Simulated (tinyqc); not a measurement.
## Front-illuminated p-i-n photodiode, quantum efficiency and bandwidth: efficiency and bandwidth against the thickness of the depleted layer

Light enters through a p layer (0 to xp), a depleted layer (xp to xp + wi) and a thick n substrate, decaying as exp(-al x); one pass, no back reflection. Carriers made in the depleted layer are all collected; those in the neutral layers diffuse.

k = al Ln, s = S Ln/Dn, e = exp(-al xp); front layer f1 = (k/(k^2 - 1)) {[s + k - e (s cosh(xp/Ln) + sinh(xp/Ln))]/[s sinh(xp/Ln) + cosh(xp/Ln)] - k e}; depleted layer f2 = e (1 - exp(-al wi)); substrate f3 = e exp(-al wi) al Lp/(1 + al Lp); external efficiency (1 - Rf)(f1 + f2 + f3); responsivity = efficiency q lam/(h c). Drift response for pairs made in the depleted layer, a = al wi, g = 1 - exp(-a), u = 2 pi i f, te = wi/ve, th = wi/vh: electrons He = [g - a (exp(-a) - exp(-u te))/(u te - a)]/(u te g), holes Hh = [g - a (1 - exp(-a - u th))/(a + u th)]/(u th g); C = eps0 eps_r pi (dia/2)^2/wi + Cp; total |He + Hh|/sqrt(1 + (2 pi f RL C)^2), for the current of the depleted layer alone. Limits are the frequencies at which each factor falls to 1/sqrt(2); inverse-square sum (f_transit^-2 + f_RC^-2)^(-1/2); the diffusion currents f1 and f3 are left out of the bandwidth.

Inputs (values chosen for the exercise); values close to those of gallium arsenide at this wavelength: wavelength lam = 850 nm; absorption coefficient al = 9790 1/cm; reflectance of the front face Rf = 0.05; relative permittivity eps_r = 12.7; thickness of the front p layer xp = 0.47 um; electron diffusion coefficient in the p layer Dn = 70 cm^2/s; electron diffusion length in the p layer Ln = 0.21 um; recombination velocity of the front surface S = 200 cm/s; hole diffusion length in the thick n substrate Lp = 3.8 um; electron drift velocity ve = 7.72e6 cm/s; hole drift velocity vh = 5.42e6 cm/s; diameter dia = 270 um; load resistance RL = 50 ohm; parasitic capacitance Cp = 10 fF.

Constants: q = 1.602176634e-19 C, h = 6.62607015e-34 J s, c = 299792458 m/s, eps0 = 8.8541878128e-14 F/cm where lengths are in cm. Results are converted to the units shown.

Efficiency and bandwidth against the thickness of the depleted layer:
```
wi (um)	f2	f1 + f3	responsivity (A/W)	transit limit (GHz)	RC limit (GHz)	3 dB bandwidth (GHz)	inverse-square sum (GHz)	bandwidth x (1 - Rf) f2 (GHz)
0.21	0.1173	0.5560	0.4385	165.8	0.1038	0.1038	0.1038	0.01157
0.36	0.1875	0.5007	0.4482	97.58	0.1779	0.1779	0.1779	0.03168
0.6	0.2804	0.4275	0.4610	59.37	0.2964	0.2964	0.2964	0.07894
1	0.3941	0.3379	0.4767	36.36	0.4936	0.4936	0.4936	0.1848
1.7	0.5117	0.2452	0.4929	21.99	0.8383	0.8374	0.8377	0.4071
2.9	0.5943	0.1801	0.5043	13.19	1.427	1.416	1.419	0.7996
4.8	0.6255	0.1555	0.5086	7.931	2.356	2.232	2.258	1.326
8.1	0.6310	0.1512	0.5094	4.528	3.955	2.876	2.979	1.724
14	0.6312	0.1510	0.5094	2.521	6.774	2.323	2.363	1.393
```

As wi goes from 0.21 to 14, the responsivity rises from 0.439 to 0.509 A/W and the bandwidth goes from 0.104 through a maximum of 2.88 (at wi = 8.1 among the rows listed) to 2.32 GHz. The RC limit is the lower one for wi = 0.21, 0.36, 0.6, 1, 1.7, 2.9, 4.8, 8.1, the transit limit elsewhere. Adding inverse squares of the two limits is within 3.6 % of the full result. The product of bandwidth and fast efficiency goes from 0.0116 through a maximum of 1.72 (at wi = 8.1 among the rows listed) to 1.39 GHz. For wi = 0.21, 0.36, 0.6, 1, 1.7, 2.9 the diffusion currents exceed 0.3 of the drift current; their own response times, left out, may then shape the whole response.

Computed by the program tinyqc: `OMP_NUM_THREADS=1 python tinyqc.py 2250130 2250131 out.jsonl`, one thread of a shared Intel Xeon 2.30GHz, about 0.01 s for the whole run.
